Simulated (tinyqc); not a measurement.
Junction parameters from two forward currents.

Question. D(v) = J1 (exp(v/Vt) - 1) + J2 (exp(v/(2 Vt)) - 1). Find J1, J2 and the voltage 2 Vt ln(J2/J1) near which both parts are equal.

Inputs (values chosen for the exercise):
```
symbol  value  unit      meaning
T         358     K  temperature
```

Constants: q = 1.602176634e-19 C, kB = 1.380649e-23 J/K, Vt = kB T/q. Results are converted to the units shown.

junction voltages (V): [0.34, 0.63]
currents (uA/um): [4.6860653e-6, 5.9796439e-4]

Answer. The current is linear in J1 and J2, so two points give two equations.

J1 = 1.10e-13 uA/um
J2 = 1.90e-8 uA/um
crossover = 0.744 V

Numbers from tinyqc (`OMP_NUM_THREADS=1 python tinyqc.py 2182124 2182125 out.jsonl`; about 0.2 s on one thread of a shared Intel Xeon 2.30GHz).
